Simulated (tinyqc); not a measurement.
Spin coating of a resist or spin-on film: centrifugal thinning, evaporation and the final thickness (Emslie and Meyerhofer models): one step, computed by the program tinyqc. Command: `OMP_NUM_THREADS=1 python tinyqc.py 3110026 3110027 out.jsonl spincoat walk`. One thread of a shared host (Intel(R) Xeon(R) Processor @ 2.30GHz), about 0.08 s of CPU time with the checks.

A Newtonian film stays uniform over the wafer; solvent and solids have the same density and the concentration is uniform through the thickness.

Problem. Rates. omega = 2 pi f/60; nu(c) = nu_s + k c^gamma; evaporation rate e = e0 sqrt(f/1000 rpm). Flow constant K = 2 omega^2/(3 nu(c0)); Reynolds number of the air omega R^2/nu_air with nu_air = 15 mm^2/s.

Inputs (values chosen for the exercise, of the order of those of a polymer resist in an ester solvent):
```
quantity                                 value          unit
solids volume fraction c0                 0.11             -
kinematic viscosity of the solvent nu_s    1.6        mm^2/s
viscosity constant k                       520        mm^2/s
viscosity exponent gamma                   3.1             -
spin speed f                              2000           rpm
evaporation rate at 1000 rpm e0           0.41  micrometre/s
wafer radius R                              50            mm
```

Give: omega; nu(c0); evaporation rate e; flow constant K; Reynolds number of the air.

Solution.

omega = 209.4 1/s

nu(c0) = 2.155 mm^2/s

evaporation rate e = 0.5798 micrometre/s

flow constant K = 0.01357 1/(micrometre^2 s)

Reynolds number of the air = 34907
